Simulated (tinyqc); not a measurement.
Inside a calculation. Method: sp3 tight binding, zinc-blende lattice. Computed by tinyqc, a small Python program that keeps every step. Command: `OMP_NUM_THREADS=1 python tinyqc.py 27632 27633 out.jsonl` (the two numbers bound the seeds that draw the settings). One thread of a shared host (Intel(R) Xeon(R) Processor @ 2.60GHz), about 0.01 s of CPU time with the checks.

## Bloch Hamiltonian at k

Parameters chosen for this model: zinc-blende lattice, anion at 0, cation at a/4 (1,1,1); V = eta hbar^2 / (m d^2), hbar^2/m = 7.619964 eV angstrom^2:
```
parameter          value      unit
a               4.910000  angstrom
d               2.126092  angstrom
Es anion      -14.900000        eV
Ep anion       -6.160000        eV
Es cation     -14.900000        eV
Ep cation      -6.160000        eV
eta ss         -1.400000
eta sp          1.840000
eta pp sigma    3.240000
eta pp pi      -0.810000
V ss           -2.360026        eV
V sp            3.101748        eV
V pp sigma      5.461773        eV
V pp pi        -1.365443        eV
```

k point k (2 pi / a): 0.760000  0.060000  -0.090000

Slater-Koster rules over the four bonds with direction cosines (l, m, n): ss V_ss; s-px l V_sp; px-s -l V_sp; px-px l^2 V_pps + (1 - l^2) V_ppp; px-py l m (V_pps - V_ppp); each times exp(i k.d).

H(k) at k (eV), lower triangle (Hermitian):
```
                      a s                 a px                 a py                a pz
a s            -14.900000
a px             0.000000            -6.160000
a py             0.000000             0.000000            -6.160000
a pz             0.000000             0.000000             0.000000           -6.160000
c s   -3.425195+0.116385i  -0.034966+6.564449i  -0.934259+0.245682i  0.620523-0.369899i
c px   0.034966-6.564449i   1.321147-0.044891i  -0.788560+0.470068i  1.187255-0.312213i
c py   0.934259-0.245682i  -0.788560+0.470068i   1.321147-0.044891i  0.044434-8.342090i
c pz  -0.620523+0.369899i   1.187255-0.312213i   0.044434-8.342090i  1.321147-0.044891i

             c s       c px       c py       c pz
c s   -14.900000
c px    0.000000  -6.160000
c py    0.000000   0.000000  -6.160000
c pz    0.000000   0.000000   0.000000  -6.160000
```

## Levels at k

Diagonalise the Hermitian matrix.

eigenvalues (eV): -21.061271  -16.532121  -14.742103  -14.654749  -2.622782  -1.998225  2.345370  2.505881

weights |c|^2 of the basis functions:
```
        band 1    band 2    band 3    band 4    band 5    band 6    band 7    band 8
a s   0.427729  0.310456  0.007888  0.002271  0.177748  0.072918  0.000043  0.000947
a px  0.070835  0.158342  0.023600  0.006665  0.307447  0.418216  0.000366  0.014528
a py  0.000694  0.017666  0.260301  0.215930  0.010336  0.005959  0.237994  0.251120
a pz  0.000742  0.013536  0.208211  0.275134  0.004469  0.002906  0.261596  0.233405
c s   0.427729  0.310456  0.007888  0.002271  0.177748  0.072918  0.000043  0.000947
c px  0.070835  0.158342  0.023600  0.006665  0.307447  0.418216  0.000366  0.014528
c py  0.000694  0.017666  0.260301  0.215930  0.010336  0.005959  0.237994  0.251120
c pz  0.000742  0.013536  0.208211  0.275134  0.004469  0.002906  0.261596  0.233405
```

## Bloch Hamiltonian at L

k point L (2 pi / a): 0.500000  0.500000  0.500000

As before.

H(k) at L (eV), lower triangle (Hermitian):
```
                      a s                 a px                 a py                 a pz
a s            -14.900000
a px             0.000000            -6.160000
a py             0.000000             0.000000            -6.160000
a pz             0.000000             0.000000             0.000000            -6.160000
c s   -3.337580-3.337580i   2.532566+2.532566i   2.532566+2.532566i   2.532566+2.532566i
c px  -2.532566-2.532566i   1.287352+1.287352i  -3.218381-3.218381i  -3.218381-3.218381i
c py  -2.532566-2.532566i  -3.218381-3.218381i   1.287352+1.287352i  -3.218381-3.218381i
c pz  -2.532566-2.532566i  -3.218381-3.218381i  -3.218381-3.218381i   1.287352+1.287352i

             c s       c px       c py       c pz
c s   -14.900000
c px    0.000000  -6.160000
c py    0.000000   0.000000  -6.160000
c pz    0.000000   0.000000   0.000000  -6.160000
```

## Levels at L

As before.

eigenvalues (eV): -21.333764  -18.225531  -12.532069  -12.532069  -5.396782  0.212069  0.212069  2.836077

## Bands along a path

The same steps at evenly spaced points between the labelled ones.

Bands along the path (eV):
```
k             band 1      band 2      band 3      band 4     band 5     band 6     band 7     band 8
L         -21.333764  -18.225531  -12.532069  -12.532069  -5.396782   0.212069   0.212069   2.836077
L-G 0.25  -22.152787  -16.911585  -12.209684  -12.209684  -5.298438  -0.110316  -0.110316   2.242810
L-G 0.50  -23.293306  -14.339344  -11.349483  -11.349483  -5.098524  -0.970517  -0.970517   0.611174
L-G 0.75  -24.069174  -11.480949  -10.314852  -10.314852  -5.095526  -2.005148  -2.005148  -1.474351
G         -24.340102   -9.801182   -9.801182   -9.801182  -5.459898  -2.518818  -2.518818  -2.518818
G-X 0.25  -23.976297  -11.062554  -11.002697  -11.002697  -4.639942  -2.441207  -1.317303  -1.317303
G-X 0.50  -22.903230  -13.551317  -13.092604  -13.092604  -3.408228  -2.257225   0.772604   0.772604
G-X 0.75  -21.180795  -16.296652  -14.684688  -14.684688  -2.544197  -2.098356   2.364688   2.364688
X         -18.920950  -18.920950  -15.262956  -15.262956  -2.139050  -2.139050   2.942956   2.942956
X-W 0.25  -18.920950  -18.920950  -15.262956  -15.262956  -2.139050  -2.139050   2.942956   2.942956
X-W 0.50  -18.920950  -18.920950  -15.262956  -15.262956  -2.139050  -2.139050   2.942956   2.942956
X-W 0.75  -18.920950  -18.920950  -15.262956  -15.262956  -2.139050  -2.139050   2.942956   2.942956
W         -18.920950  -18.920950  -15.262956  -15.262956  -2.139050  -2.139050   2.942956   2.942956
```

With 4 band(s) filled, the highest filled level on these points lies at G and the lowest empty one at G: a gap of 4.3413 eV, direct.
